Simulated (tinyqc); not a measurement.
Coverage and depolarisation: effective work function and flat-band voltage of a metal/high-k/SiO2/Si stack with a dipole layer.

Constants: e^2/(4 pi eps0) = 14.39964547 eV angstrom.

Parameters, chosen for this exercise (a stack on Si capped with an yttrium-like oxide; shifted at random, so the results belong to these values and not to a real crystal):

| symbol | value | unit | meaning |
|---|---|---|---|
| qd | 0.54 | e | charge of a dipole |
| dd | 1.7 | angstrom | its length |
| ed | 11.7 |  | dielectric constant in the dipole layer |
| al | 1 | angstrom^3 | polarisability volume of a dipole |

Size of the step: linear D0 = 4 pi e2 N qd dd/ed, and D0/(1 + 9 al N^(3/2)), N in angstrom^-2, a Topping factor applied on top of ed as a model choice.

Results:

| N (cm^-2) | D0 (eV) | 9 al N^(3/2) | D (eV) |
|---|---|---|---|
| 2.0e+13 | 0.0284 | 0.0008 | 0.0284 |
| 5.0e+13 | 0.0710 | 0.0032 | 0.0708 |
| 1.0e+14 | 0.1420 | 0.0090 | 0.1407 |
| 2.0e+14 | 0.2840 | 0.0255 | 0.2769 |
| 4.0e+14 | 0.5679 | 0.0720 | 0.5298 |
| 7.0e+14 | 0.9938 | 0.1667 | 0.8519 |
| 1.0e+15 | 1.4198 | 0.2846 | 1.1052 |

What does the comparison show?

Depolarisation takes off 0.9 % at 1e14 and 14 % at 7e14 cm^-2. D would peak at N = (2/(9 al))^(2/3) = 3.7e+15 cm^-2, beyond the table.

Run: tinyqc, `OMP_NUM_THREADS=1 python tinyqc.py 1850325 1850326 out.jsonl`; Intel(R) Xeon(R) Processor @ 2.30GHz, one thread, shared host; about 0.01 s of CPU time with all checks.
